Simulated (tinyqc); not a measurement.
Worked calculation: thin (001) film in sp3s* tight binding with raised dangling bonds. Values are carried at full precision from step to step, so a last printed digit may differ when a step is redone from the rounded ones.

sp3s* tight binding, nearest neighbours only: anion (a) at 0, cation (c) at a/4 (1,1,1), orbitals s, px, py, pz, s* on each; k in units of 2 pi/a. With phases e_j = exp(i (pi/2) k.n_j) for n = (1,1,1), (1,-1,-1), (-1,1,-1), (-1,-1,1): g0 = (e1+e2+e3+e4)/4, g1 = (e1+e2-e3-e4)/4, g2 = (e1-e2+e3-e4)/4, g3 = (e1-e2-e3+e4)/4. The diagonal holds the levels Esa, Epa, Exa (s*) and Esc, Epc, Exc. Anion-cation block: <sa|sc> = Vss g0; <sa|xc> = Vsapc g1; <xa|sc> = -Vscpa g1; <xa|xc> = Vxx g0; <xa|yc> = <ya|xc> = Vxy g3, <xa|zc> = <za|xc> = Vxy g2, <ya|zc> = <za|yc> = Vxy g1; <s*a|xc> = Vxapc g1; <xa|s*c> = -Vpaxc g1; y and z take g2 and g3 in place of g1; s-s* and s*-s* vanish.

Parameters, chosen for this exercise (out of a larger set: near a published set for Si, fitted to gaps, whose masses and valley positions are rough; not measured data): p = (-4.173, 1.704, -4.173, 1.704, 6.733, 6.733, -8.337, 1.724, 4.573, 5.719, 5.719, 5.383, 5.383) eV (order Esa, Epa, Esc, Epc, Exa, Exc, Vss, Vxx, Vxy, Vsapc, Vscpa, Vxapc, Vpaxc); N = 4 (atomic planes in the small film); dl = 30 eV (shift of the dangling hybrids).

## Bulk edges along [001]

Gap at Gamma and minimum on (0,0,kz), kz from 0.5 to 1, from the bulk Ev. States at zero in-plane momentum come from this line alone.

edges (eV): Gamma 3.4480, Delta 1.1962

kz of the minimum = 0.7306 2 pi/a

## The two blocks of the small film

Planes alternate anion (a), cation (c) along [001], a/4 apart, starting with an anion; zero in-plane momentum; levels counted from the bulk Ev, the lower root of [[Epa, Vxx], [Vxx, Epc]]; no spin-orbit coupling. Block of s, pz, s*: from an anion to the cation above, Vss/2 (s,s), Vsapc/2 (s,z), -Vscpa/2 (z,s), Vxx/2 (z,z), Vxapc/2 (s*,z), -Vpaxc/2 (z,s*); to the cation below the same with the s-z and s*-z signs reversed. Block of u = (px + py)/sqrt2 and v = (px - py)/sqrt2: to the cation above (Vxx + Vxy)/2 for u and (Vxx - Vxy)/2 for v, to the cation below the reverse. Each surface atom has two dangling sp3 hybrids; raising both by dl adds (dl/2) [[1, t], [t, 1]] to its s, pz levels (t = -1 at the bottom face, +1 at the top) and dl to the one of u, v in whose plane the missing bonds lie (v for a bottom anion or a top cation, u for a top anion).

Fill them in.

s, pz, s* block (eV), rows sa1, za1, *a1, sc2, zc2, *c2, sa3, za3, *a3, sc4, zc4, *c4 and columns alike:
```
[[10.847, -15.000, 0, -4.168, 2.860, 0, 0, 0, 0, 0, 0, 0],
 [-15.000, 16.724, 0, -2.860, 0.862, -2.692, 0, 0, 0, 0, 0, 0],
 [0, 0, 6.753, 0, 2.692, 0, 0, 0, 0, 0, 0, 0],
 [-4.168, -2.860, 0, -4.153, 0, 0, -4.168, 2.860, 0, 0, 0, 0],
 [2.860, 0.862, 2.692, 0, 1.724, 0, -2.860, 0.862, -2.692, 0, 0, 0],
 [0, -2.692, 0, 0, 0, 6.753, 0, 2.692, 0, 0, 0, 0],
 [0, 0, 0, -4.168, -2.860, 0, -4.153, 0, 0, -4.168, 2.860, 0],
 [0, 0, 0, 2.860, 0.862, 2.692, 0, 1.724, 0, -2.860, 0.862, -2.692],
 [0, 0, 0, 0, -2.692, 0, 0, 0, 6.753, 0, 2.692, 0],
 [0, 0, 0, 0, 0, 0, -4.168, -2.860, 0, 10.847, 15.000, 0],
 [0, 0, 0, 0, 0, 0, 2.860, 0.862, 2.692, 15.000, 16.724, 0],
 [0, 0, 0, 0, 0, 0, 0, -2.692, 0, 0, 0, 6.753]]
```

u, v block (eV), rows ua1, va1, uc2, vc2, ua3, va3, uc4, vc4 and columns alike:
```
[[1.724, 0, 3.148, 0, 0, 0, 0, 0],
 [0, 31.724, 0, -1.425, 0, 0, 0, 0],
 [3.148, 0, 1.724, 0, -1.425, 0, 0, 0],
 [0, -1.425, 0, 1.724, 0, 3.148, 0, 0],
 [0, 0, -1.425, 0, 1.724, 0, 3.148, 0],
 [0, 0, 0, 3.148, 0, 1.724, 0, -1.425],
 [0, 0, 0, 0, 3.148, 0, 1.724, 0],
 [0, 0, 0, 0, 0, -1.425, 0, 31.724]]
```

## Levels of the small film

Diagonalise both blocks.

levels of the s, pz, s* block (eV): [-11.204, -7.823, -3.173, 2.119, 2.307, 3.935, 6.836, 6.985, 9.123, 9.551, 29.299, 29.340]

levels of the u, v block (eV): [-2.216, -1.486, -0.792, 4.240, 4.797, 5.664, 31.785, 31.799]

No level lies between 0 and the bulk edge 1.196 eV; confinement has widened the gap at zero in-plane momentum to 2.910 eV.

## Checks

- Lowest conduction level of 201 planes, with the dangling hybrids shifted far away, against the bulk edge: 1.197 against 1.196.

tinyqc: `OMP_NUM_THREADS=1 python tinyqc.py 1480582 1480583 out.jsonl`; about 0.4 s, one thread, shared Intel(R) Xeon(R) Processor @ 2.30GHz.
